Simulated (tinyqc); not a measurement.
Vacancy excess varied: nucleation and growth of vacancy voids in a cooling silicon-like crystal. Computed by tinyqc, a small Python program. Command: `OMP_NUM_THREADS=1 python tinyqc.py 3003626 3003627 out.jsonl voids walk`. One thread of a shared host (Intel(R) Xeon(R) Processor @ 2.30GHz), about 0.4 s of CPU time with the checks.

Spherical voids; vacancies are lost only to voids.

Inputs (values chosen for the exercise, for a model crystal):
```
quantity                                    value    unit
vacancy density at the melting point C_m  6.5e+14  1/cm^3
formation energy E_f                         4.09      eV
melting point T_m                            1685       K
diffusion prefactor D0                     0.0011  cm^2/s
migration energy E_m                         0.44      eV
site density rho                            5e+22  1/cm^3
void surface energy gamma                   0.817   J/m^2
cooling rate q                                4.8   K/min
ratio (V/G)/xi_c                             1.49       -
limit of the excess at high V/G           1.7e+14  1/cm^3
temperature step                             0.25       K
```

Vacancy supply: from V/G.

Constants: k_B = 8.617333262e-05 eV/K; k_B = 1.380649e-23 J/K.

Method:
- C = C_x (u - 1)/(u + 0.2) with u = (V/G)/xi_c, a form chosen for the exercise.
- C_e = C_m exp[-(E_f/k_B)(1/T - 1/T_m)]; D = D0 exp(-E_m/(k_B T)); f = k_B T ln(C/C_e); r* = 2 gamma/(rho f); W* = 16 pi gamma^3/(3 rho^2 f^2); Z = f/sqrt(12 pi W* k_B T); I = rho Z (4 pi r* D C) exp(-W*/(k_B T)).
- March down from 1500 K in steps dT, dt = dT/q, with values at the upper end of each step: a class of I dt voids is born with r*; then all classes grow by r^2 += 2 D (C - C_e) dt/rho; C falls by the vacancies added to voids. Stop at 1150 K. T_n is the T of the largest I, N the final count (classes under 1e-6 /cm^3 are dropped), and the mean radius the number average.

initial excess C = 4.92899e+13 1/cm^3

At fixed q:
```
C (1/cm^3)  T_n (K)  N (1/cm^3)  mean radius (nm)
2.00e+13    1343.25  1.4981e+07            18.393
3.00e+13    1363.25  1.1143e+07            23.248
4.90e+13    1388.00  7.7875e+06            30.868
7.90e+13    1412.75  5.4949e+06            40.676
1.20e+14    1435.00  4.0503e+06            51.782
```

More vacancies nucleate earlier (T_n rises by 92 K) and give fewer, larger voids: N goes as C^-0.73 and the radius as C^0.58, steeper than the -1/2 and +1/2 of the scaling argument at fixed D, because D rises with T_n.

Extremes, crossings and ranges named in words are read from the listed rows.
